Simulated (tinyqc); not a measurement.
Energy and delay of logic against supply voltage: one step of the calculation.

One expression serves below and above threshold: I(Vg) = Ik [ln(1 + exp((Vg - VT + dd V)/(al nf Vt)))]^al, with I_on = I(V) and I_off = I(0). Gate delay td = kd C V/I_on, clock period LD td. Per gate and cycle the switching energy is act C V^2 and the leakage energy I_off V LD td. No short-circuit current, no variation. Minima are sought above 0.09 V; below a few Vt gates no longer switch and the model has no meaning.

Task. New V. Minimum-energy supply: E(V) is the energy per gate and cycle; with h = 0.001 V, E' = (E(V + h) - E(V - h))/(2 h), E'' = (E(V - h) - 2 E(V) + E(V + h))/h^2, V(new) = V - E'/E''.

Inputs (values chosen for the exercise); values of the order met in logic technologies:

| symbol | value | unit | meaning |
|---|---|---|---|
| T | 300 | K | temperature |
| VT | 0.33 | V | threshold voltage at zero drain bias |
| nf | 1.36 |  | slope factor |
| dd | 0.06 |  | barrier lowering per volt of supply |
| Ik | 2 | uA | specific current of a gate |
| al | 1.71 |  | exponent of the current law |
| C | 0.89 | fF | load capacitance of a gate |
| kd | 1.1 |  | delay factor |
| LD | 30 |  | logic depth |
| act | 0.02 |  | activity factor |

Constants: q = 1.602176634e-19 C, kB = 1.380649e-23 J/K, Vt = kB T/q. Results are converted to the units shown.

V after iteration 1 = 0.25933811 V

Find: E'; E''; V after iteration 2.

Result.

E' = -17.55 aJ/V
E'' = 520.6 aJ/V^2
V after iteration 2 = 0.2930 V

Program tinyqc, `OMP_NUM_THREADS=1 python tinyqc.py 2082068 2082069 out.jsonl`; Intel Xeon 2.30GHz, shared host, one thread, about 0.01 s.
